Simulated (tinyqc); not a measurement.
Scaling with the misfit: strain-driven roughening and islands of a mismatched epitaxial film. Computed by tinyqc, a small Python program. Command: `OMP_NUM_THREADS=1 python tinyqc.py 3021827 3021828 out.jsonl island walk`. One thread of a shared host (Intel(R) Xeon(R) Processor @ 2.30GHz), about 0.01 s of CPU time with the checks.

Film and substrate share isotropic elastic constants; the film is coherent and biaxially strained.

Inputs (values chosen for the exercise, modelled on InAs on InP):
```
quantity                                      value       unit
misfit |f|                                   0.0336          -
shear modulus G                                28.7        GPa
Poisson ratio nu                               0.28          -
surface energy gamma                           0.69      J/m^2
contact angle of the shallow shape theta_1     12.2    degrees
contact angle of the steep shape theta_2         24    degrees
facet energy of shape 1 over gamma            1.002          -
facet energy of shape 2 over gamma           0.9869          -
surface mobility D_s nu_s Omega^2/(k_B T)   2.4e-34  m^6/(J s)
```

Transport: surface diffusion.

Constants: e = 1.602176634e-19 C.

Method:
- M = 2 G (1 + nu)/(1 - nu); stress = M f; energy density w = M f^2.
- A ripple A cos(k x) has the surface chemical potential per volume [gamma k^2 - 2 (1 + nu) w k] A cos(k x), so k_c = 2 (1 + nu) w/gamma. With surface diffusion the amplitude grows at the rate q = B k^2 [2 (1 + nu) w k - gamma k^2], fastest at k_m = (3/4) k_c. B is the surface mobility.
- Shallow faceted island (Tersoff form): E = 4 Gam V^(2/3) tan^(1/3)(theta) - 6 c V tan(theta), Gam = gamma [x/sin(theta) - 1/tan(theta)], x the facet energy over gamma, c = stress^2 (1 - nu)/(2 pi G).
- The barrier is the maximum of E, at V_c = [4 Gam/(9 c)]^3 / tan^2(theta) (1 GPa nm = 1 J/m^2).
- V_c = [4 Gam/(9 c)]^3/tan^2(theta), barrier = (4/3) Gam V_c^(2/3) tan^(1/3)(theta); the growth time is 1/q at k_m.

fastest wavelength = 19.6002 nm

growth time 1/q at k_m = 1.71546 s

critical volume, shape 1 = 9.39259 nm^3

barrier, shape 1 = 1.78482 eV

Misfit scaled at fixed constants:
```
|f| (%)  fastest wavelength (nm)  growth time (s)  V_c of shape 1 (nm^3)  barrier of shape 1 (eV)
0.840                     313.60       1.1242e+05             3.8472e+04               4.5691e+02
1.176                     160.00       7.6179e+03             5.1095e+03               1.1894e+02
1.680                      78.40       4.3916e+02             6.0113e+02               2.8557e+01
2.352                      40.00       2.9757e+01             7.9836e+01               7.4337e+00
3.360                      19.60       1.7155e+00             9.3926e+00               1.7848e+00
4.704                      10.00       1.1624e-01             1.2474e+00               4.6460e-01
```

What follows from these numbers?

Halving the misfit stretches the wavelength 4 times, the barrier 16 times, the volume 64 times and the time 256 times: f^(-2), f^(-4), f^(-6), f^(-8). Over these rows the time spans 6.0 decades: strongly mismatched films tend to roughen first, while dilute alloys have time to stay flat. Rows with wavelengths under 10 nm or volumes under 5 nm^3 are beyond the continuum picture.

Extremes, crossings and ranges named in words are read from the listed rows.
